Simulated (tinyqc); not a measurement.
Double-gate transistor below threshold, two-dimensional Poisson equation on a small mesh: two steps of the calculation.

Half of a symmetric double-gate structure: row 0 is the mid-plane of the body, where the normal field vanishes. Mobile charge is neglected (subthreshold), the body is fully depleted, and potentials are counted from the intrinsic level; rows run upward to the gate, columns from source to drain.

Values chosen for this exercise; semiconductor permittivity close to that of In0.53Ga0.47As:

| symbol | value | unit | meaning |
|---|---|---|---|
| eps_r | 13.8 |  | relative permittivity of the semiconductor |
| eox | 9 |  | relative permittivity of the insulator |
| tb | 8 | nm | half the body thickness |
| tox | 3.7 | nm | insulator thickness |
| L | 36 | nm | channel length |
| Na | 2.2e18 | cm^-3 | acceptor density of the depleted body |

Constants: q = 1.602176634e-19 C, eps0 = 8.8541878128e-14 F/cm where lengths are in cm. Results are converted to the units shown.

Problem 1. Coefficients of the five-point equations. Mesh: rows i = 0..1 in the semiconductor (step hs = tb/1, row 1 on the interface), then 1 step(s) ho = tox/1 up to the gate row 2; columns j = 0..4 (step hy = L/4). Box integration, divided by eps0: up_i = eps hy/h of the interval above row i, dn_i = that of the interval below (0 for row 0), lat_i = (sum of eps h/2 over the intervals above and below)/hy, s_i = -q Na w_i hy/eps0 with w_i the semiconductor height of the box (hs/2 for row 0 and the interface row, hs between, 0 in the insulator). Each free node obeys (up + dn + 2 lat) psi = up psi(above) + dn psi(below) + lat [psi(left) + psi(right)] + s.

Give: up; dn; lat; s.

Solution 1.

```
row      up      dn     lat    s (V)
0    15.525       0  6.1333  -1.4331
1    21.892  15.525  7.9833  -1.4331
```

Problem 2. Over-relaxation sweep (omega = 1.2). Free nodes: rows 0..1, columns 1..3, taken row by row from row 0, left to right. t = (up psi(above) + dn psi(below) + lat [psi(left) + psi(right)] + s)/(up + dn + 2 lat), with the newest neighbours; psi(new) = psi + 1.2 (t - psi).

psi at the start (fixed values on the edges, free nodes linear between source and drain columns) (V):
```
               j=0          j=1          j=2          j=3          j=4
row 0   0.58000000   0.65500000   0.73000000   0.80500000   0.88000000
row 1   0.58000000   0.65500000   0.73000000   0.80500000   0.88000000
row 2  -0.09000000  -0.09000000  -0.09000000  -0.09000000  -0.09000000
```

```
row         up         dn        lat       s (V)
0    15.525000          0  6.1333333  -1.4331342
1    21.891892  15.525000  7.9833333  -1.4331342
```

Give: psi after iteration 1.

Solution 2.

psi after iteration 1 (V):
```
           j=0      j=1      j=2      j=3      j=4
row 0   0.5800   0.5931   0.6517   0.7224   0.8800
row 1   0.5800   0.2346   0.1915   0.2069   0.8800
row 2  -0.0900  -0.0900  -0.0900  -0.0900  -0.0900
```

Numbers from tinyqc (`OMP_NUM_THREADS=1 python tinyqc.py 2480036 2480037 out.jsonl`; about 0.1 s on one thread of a shared Intel Xeon 2.30GHz).
